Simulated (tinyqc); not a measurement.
One electron in a tunnel-coupled double dot: charge qubit, sensing and quantum capacitance: one step of the calculation.

Basis (left, right), H = [[ep/2, tc], [tc, -ep/2]], splitting Om = sqrt(ep^2 + 4 tc^2), ep = al times the gate voltage. In equilibrium the electron is on the right with the chance P_R = [1 + (ep/Om) tanh(Om/2 kB T)]/2.

Problem. Capacitance seen by a resonator. q^2 al^2 dP_R/d(ep) splits into Cq = q^2 al^2 (2 tc^2/Om^3) tanh(Om/2 kB T) and Ct = q^2 al^2 (ep/Om)^2/(4 kB T cosh^2(Om/2 kB T)); Ct appears only if relaxation is faster than the drive. A resonator of frequency f0, capacitance Cp and quality factor Q shifts by df = -f0 Cq/(2 Cp) and its phase by -2 Q Cq/Cp.

Parameters, values chosen for the exercise:
- tc = 3.6 ueV (tunnel coupling)
- T = 0.24 K (electron temperature)
- al = 0.3 eV/V (lever arm of the gate on the detuning)
- Cp = 0.56 pF (parasitic capacitance of the resonator)
- f0 = 559 MHz (resonator frequency)
- Q = 106 (loaded quality factor)
- ep = 2.6 ueV (detuning)

Constants: q = 1.602176634e-19 C, kB = 1.380649e-23 J/K, Vt = kB T/q. Results are converted to the units shown.

Find: Cq; Ct; df; phase shift.

Solution.

Cq = 152.46 aF
Ct = 19.434 aF
df = -76.094 kHz
phase shift = -3306.9 millidegree

tinyqc, about 0.01 s, one thread, Intel Xeon 2.30GHz (shared host): `OMP_NUM_THREADS=1 python tinyqc.py 2470020 2470021 out.jsonl`
